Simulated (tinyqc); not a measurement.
# FinFET, parasitic resistance, capacitance and delay: effects of single changes

Nf fins under one contact; each has gated perimeter p = 2 Hf + Wf and cross-section A = Hf Wf; contact width Wc = Nf pf, stack height Hs = Hf. Contact length Lc = CPP - Lg - 2 Lsp, shared by two neighbouring gates. Source and drain sides are equal. The formulas are first-order estimates, not field solutions.

Parameters, values chosen for the exercise; values close to those of silicon logic devices:
- T = 300 K (temperature)
- Nf = 3 (number of fins)
- Hf = 42 nm (fin height)
- Wf = 8 nm (fin width)
- pf = 27 nm (fin pitch)
- CPP = 54 nm (contacted gate pitch)
- Lg = 14 nm (gate length)
- Lsp = 6 nm (spacer length)
- ks = 4.5 (relative permittivity of the spacer)
- Hc = 25 nm (gate height above the channel stack)
- rc = 1.3e-9 ohm cm^2 (contact resistivity)
- re = 0.00058 ohm cm (resistivity of the source-drain epitaxy)
- te = 20 nm (current-carrying depth of the epitaxy)
- rx = 0.0012 ohm cm (resistivity of the extension)
- Lov = 1 nm (gate overlap)
- Cinv = 3.4 uF/cm^2 (inversion capacitance)
- vx = 1.1e7 cm/s (injection velocity)
- mu = 250 cm^2/(V s) (apparent mobility)
- VT = 0.28 V (threshold at zero drain voltage)
- dl = 0.067 V/V (barrier lowering)
- n = 1.27 (subthreshold factor)
- Cw = 0.16 fF (wire load)
- Vdd = 0.75 V (supply voltage)

Constants: q = 1.602176634e-19 C, kB = 1.380649e-23 J/K, eps0 = 8.8541878128e-12 F/m, Vt = kB T/q. Results are converted to the units shown.

Each table varies one quantity; the others keep the values above.

## Effect of the fin height

Epitaxy sheet resistance Rsh = re/te, transfer length LT = sqrt(rc/Rsh), contact Rc = [sqrt(rc Rsh)/Wc] coth(Lc/(2 LT)); extension of one fin Rx = rx Lsp/A. With N fins: gate Cg = Cinv p N Lg; per side, plate Cp = ks eps0 [Wc (Hs + Hc) - N A]/Lsp, top fringe Cf = (2/pi) ks eps0 Wc ln(1 + Lg/(2 Lsp)), overlap Co = Cinv p N Lov. One fin: I = p Q vx u/(1 + |u|^1.8)^(1/1.8), Q = Cinv n Vt ln(1 + exp((Vg' - VT + dl Vd')/(n Vt))), u = Vd' mu/(vx Lg), Vg' = Vgs - v, Vd' = Vds - 2 v, with the drop on each side v = Rc (sum of I) + Rx I. Ieff = [I(Vgs = Vdd, Vds = Vdd/2) + I(Vdd/2, Vdd)]/2, total currents. With Cs = Cp + Cf + Co, the load of an inverter of two such devices driving an equal one is CL = 2 (Cg + 2 Cs) + 4 Cs + Cw (own drains counted twice for the Miller effect); delay CL Vdd/(2 Ieff).

The same in every row: Rc (ohm) = 130.9.

Results:

| Hf (nm) | Rx/N (ohm) | Ieff (uA) | CL (aF) | delay (ps) |
|---|---|---|---|---|
| 20 | 150.0 | 143.1 | 517.1 | 1.355 |
| 30 | 100.0 | 197.5 | 620.8 | 1.179 |
| 40 | 75.00 | 248.4 | 724.5 | 1.094 |
| 50 | 60.00 | 296.0 | 828.3 | 1.049 |
| 70 | 42.86 | 382.4 | 1036 | 1.016 |
| 80 | 37.50 | 421.3 | 1139 | 1.014 |
| 90 | 33.33 | 457.6 | 1243 | 1.019 |

Estimate the missing row, Hf = 60 nm.

Computed row:

| Hf (nm) | Rx/N (ohm) | Ieff (uA) | CL (aF) | delay (ps) |
|---|---|---|---|---|
| 60 | 50.00 | 340.7 | 932.0 | 1.026 |

With this row back in the table: As Hf goes from 20 to 90 nm, Ieff rises from 143 to 458 uA, CL rises from 517 to 1240 aF and the delay goes from 1.36 through a minimum of 1.01 (at Hf = 80 nm among the rows listed) to 1.02 ps. From the first row to the last Ieff grows by a factor of 3.20 and CL by 2.40; the first step changes the delay by -13 %, the last by 0.45 %.

## Effect of the contact resistivity

Same model as above.

The same in every row: Rx/N (ohm) = 71.43; CL (aF) = 745.3.

Effect of the contact resistivity:

| rc (ohm cm^2) | Rc (ohm) | Ieff (uA) | delay (ps) |
|---|---|---|---|
| 1e-10 | 21.38 | 291.3 | 0.9595 |
| 2.1e-10 | 32.82 | 287.5 | 0.9720 |
| 4.5e-10 | 55.13 | 280.4 | 0.9966 |
| 9.7e-10 | 101.6 | 266.4 | 1.049 |
| 2.1e-9 | 201.6 | 239.3 | 1.168 |
| 4.4e-9 | 404.6 | 192.8 | 1.449 |
| 9.4e-9 | 845.6 | 127.0 | 2.201 |
| 2e-8 | 1780 | 72.76 | 3.841 |

As rc goes from 1e-10 to 2e-8 ohm cm^2, Ieff falls from 291 to 72.8 uA, CL stays at 745 aF and the delay rises from 0.960 to 3.84 ps. Rc goes as rc^(0.58) at the start and rc^(0.99) at the end (1/2 for a long contact, 1 for a short one). For rc = 1e-10 to 2.1e-10 ohm cm^2 rc lies near or below the quantum limit of metal-silicon contacts.

## Effect of the number of fins

Same model as above.

Effect of the number of fins:

| Nf | Rc (ohm) | Rx/N (ohm) | Ieff (uA) | CL (aF) | delay (ps) |
|---|---|---|---|---|---|
| 1 | 392.6 | 214.3 | 86.05 | 355.1 | 1.548 |
| 2 | 196.3 | 107.1 | 172.1 | 550.2 | 1.199 |
| 3 | 130.9 | 71.43 | 258.1 | 745.3 | 1.083 |
| 4 | 98.16 | 53.57 | 344.2 | 940.4 | 1.025 |
| 5 | 78.53 | 42.86 | 430.2 | 1135 | 0.9897 |
| 6 | 65.44 | 35.71 | 516.3 | 1331 | 0.9665 |

As Nf goes from 1 to 6, Ieff rises from 86.0 to 516 uA, CL rises from 355 to 1330 aF and the delay falls from 1.55 to 0.966 ps. From the first row to the last Ieff grows by a factor of 6.00 and CL by 3.75; the first step changes the delay by -23 %, the last by -2.3 %.

Computed by the program tinyqc: `OMP_NUM_THREADS=1 python tinyqc.py 2170069 2170070 out.jsonl`, one thread of a shared Intel Xeon 2.30GHz, about 0.03 s for the whole run.
